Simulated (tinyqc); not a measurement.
Mesh size and shift: special k points of the hexagonal lattice.

Lattice vectors in units of a: a1 = (1, 0), a2 = (-1/2, sqrt(3)/2); reciprocal vectors b_i with a_i . b_j = 2 pi delta_ij. Mesh: k = sum_i f_i b_i with f_i = (2 j_i + shift)/(2 N), j_i = 0 .. N-1. The point group of the lattice has 12 operations; only those that map the mesh onto itself are used.

A_m(k) = sum over the m-th star of lattice vectors R of cos(k . R), stars in order of length: m = 1: |R|^2 = 1, 6 vectors, such as (1, 1) in the basis a_i; m = 2: |R|^2 = 3, 6 vectors, such as (2, 1) in the basis a_i; m = 3: |R|^2 = 4, 6 vectors, such as (2, 2) in the basis a_i; m = 4: |R|^2 = 7, 12 vectors, such as (3, 2) in the basis a_i; m = 5: |R|^2 = 9, 6 vectors, such as (3, 3) in the basis a_i; m = 6: |R|^2 = 12, 6 vectors, such as (4, 2) in the basis a_i. The zone mean of every A_m is zero.

Test function, the lower band of a two-band insulator: E(k) = -sqrt(D^2 + (e0 - t A_1(k))^2).

Parameters, chosen for this exercise: D = 1.5 eV (half gap term); t = 0.74 eV (coupling); e0 = 2.55 eV (offset).

Errors of the mean of E against the unshifted mesh with N = 96. The fifth column is |R|^2 of the shortest star with a non-zero mean.

Meshes:
```
mesh        points  irreducible  operations  |R|^2 missed  error (meV)
2 Gamma          4            2          12          4.00     -549.265
2 shifted        4            2           4          4.00      207.724
3 Gamma          9            3          12          9.00      -72.545
3 shifted        9            4           4          9.00       22.139
4 Gamma         16            4          12         16.00       18.477
4 shifted       16            6           4         16.00       -6.068
5 Gamma         25            5          12         25.00        9.679
5 shifted       25            9           4         25.00       -3.196
6 Gamma         36            7          12         36.00       -1.532
6 shifted       36           12           4         36.00        0.495
8 Gamma         64           10          12           >36        0.068
8 shifted       64           20           4           >36       -0.024
10 Gamma       100           14          12           >36        0.023
10 shifted     100           30           4           >36       -0.008
```

reference mean = -3.27904 eV

The shifted mesh has the smaller error for 7 of 7 values of N and the larger for 0. The cheapest mesh within 1 meV is 8 Gamma, with 10 irreducible points. A mesh misses the lattice vectors N (n1 a1 + n2 a2 + ...); the half shift gives each the sign (-1)^(n1 + n2 + ...), so the 6 shortest ones add up to -2 in place of 6. The shift lowers the symmetry; it leaves more irreducible points for N = 3, 4, 5, 6, 8 and 10.

tinyqc: `OMP_NUM_THREADS=1 python tinyqc.py 1650959 1650960 out.jsonl`; about 0.08 s, one thread, shared Intel(R) Xeon(R) Processor @ 2.30GHz.
